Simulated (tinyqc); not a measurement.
Phonon-assisted absorption at an indirect gap: sweeps and comparisons. A value that a table varies takes the place of the one given here.

alpha(E) = sum_j A_j [N_j (E - Eg + w_j)^2 + (N_j + 1)(E - Eg - w_j)^2], each bracket counted only where its base is positive; N_j = 1/(exp(w_j/kB T) - 1). The first term absorbs a phonon and the second emits one; excitons and direct transitions are left out.

Photodiode (Gaertner form with a dead layer): QE = (1 - R) exp(-alpha xj) [1 - exp(-alpha W)/(1 + alpha L)], R = ((nr - 1)/(nr + 1))^2; responsivity = QE/E in A/W for E in eV.

Constants: kB = 8.617333262e-05 eV/K.

Inputs chosen for the exercise (loosely those of SiGe at room temperature; Eg is not tied to T; the results hold for these values, not for the real material): Eg = 0.965 eV (indirect gap, held fixed unless listed); w = (51.5, 14.8) meV (two zone-edge phonons); A = (2900, 830) 1/(cm eV^2) (their strengths); T = 77 K; nr = 3.8 (refractive index); xj = 0.21 micrometre (dead layer at the surface); W = 1 micrometre (depleted width); L = 2.3 micrometre (minority diffusion length below it); E = 1.039 eV (photon energy).

## The square root of alpha at three temperatures

The gap is held fixed, so only the phonon occupations change.

sqrt(alpha) (1/cm^(1/2)):

| E - Eg (eV) | 77 K | 150 K | 450 K |
|---|---|---|---|
| -0.04 | 0.013 | 0.085 | 0.372 |
| -0.02 | 0.035 | 0.234 | 1.019 |
| 0.00 | 0.159 | 0.480 | 1.779 |
| 0.02 | 0.391 | 0.885 | 2.753 |
| 0.04 | 0.949 | 1.548 | 3.972 |
| 0.07 | 2.136 | 2.884 | 6.132 |
| 0.10 | 3.863 | 4.707 | 8.707 |
| 0.15 | 6.922 | 7.980 | 13.306 |
| 0.20 | 10.028 | 11.326 | 18.035 |
| 0.30 | 16.274 | 18.074 | 27.615 |
| 0.45 | 25.666 | 28.238 | 42.081 |
| 0.60 | 35.066 | 38.415 | 56.584 |

Below the gap only phonon absorption acts: at E - Eg = -0.02 eV sqrt(alpha) is 0.035, 0.234 and 1.019 at 77, 150 and 450 K. A straight line through the last two rows meets the axis at E - Eg = +0.0404, +0.0338 and +0.0148 eV: the intercept is roughly a weighted mean of the thresholds, not the gap, and it moves from the emission side towards Eg as the occupations grow. At the last row alpha grows by a factor 2.60 from the lowest to the highest temperature at fixed gap.

## Spectral response

Response:

| E (eV) | wavelength (nm) | alpha (1/cm) | 1/alpha (micrometre) | dead layer | collected | QE | A/W |
|---|---|---|---|---|---|---|---|
| 0.98 | 1265 | 0.0943 | 1.06e+05 | 1.000 | 0.000 | 0.000 | 0.000 |
| 1.02 | 1216 | 2.04 | 4.90e+03 | 1.000 | 0.001 | 0.000 | 0.000 |
| 1.08 | 1148 | 22.8 | 439 | 1.000 | 0.007 | 0.005 | 0.005 |
| 1.16 | 1069 | 94.4 | 106 | 0.998 | 0.030 | 0.020 | 0.017 |
| 1.26 | 984 | 255 | 39.3 | 0.995 | 0.079 | 0.052 | 0.041 |
| 1.42 | 873 | 675 | 14.8 | 0.986 | 0.191 | 0.124 | 0.087 |
| 1.62 | 765 | 1.48e+03 | 6.74 | 0.969 | 0.357 | 0.228 | 0.141 |
| 1.86 | 667 | 2.87e+03 | 3.49 | 0.942 | 0.548 | 0.340 | 0.183 |
| 2.16 | 574 | 5.24e+03 | 1.91 | 0.896 | 0.731 | 0.432 | 0.200 |
| 2.56 | 484 | 9.50e+03 | 1.05 | 0.819 | 0.878 | 0.475 | 0.185 |

QE is highest, 0.475, at 2.56 eV of those listed and the responsivity at 2.16 eV; reflection alone caps QE at 0.660. Near the gap weak absorption limits it (collected share 0.000); at the top the dead layer passes 0.819. Far above the gap the quadratic law and a constant index are only rough; in the real crystal direct transitions take over near 2 eV, so the rows above that understate alpha.

## What moves the response

At the energy E. Each row changes one parameter from the base and keeps the others.

Results:

| case | alpha (1/cm) | QE |
|---|---|---|
| base | 5.535 | 0.0012 |
| Eg = 0.945 eV | 12.28 | 0.0027 |
| T = 127 K | 8.105 | 0.0018 |
| W = 2 micrometre | 5.535 | 0.0016 |
| L = 1.15 micrometre | 5.535 | 0.0008 |
| xj = 0.42 micrometre | 5.535 | 0.0012 |
| nr = 3.99 | 5.535 | 0.0012 |

The largest shifts from the base row, up to three for each result and ties (the steps differ in size, so this ranks the rows, not the parameters). alpha (1/cm): Eg +6.75, T +2.57; unchanged at the printed digits by W, L, xj and nr. QE: Eg +0.0015, T +0.0006, L -0.0004, W +0.0004; unchanged at the printed digits by xj and nr.

Program tinyqc; command `OMP_NUM_THREADS=1 python tinyqc.py 1680430 1680431 out.jsonl`; about 0.01 s on one thread of a shared Intel(R) Xeon(R) Processor @ 2.30GHz.
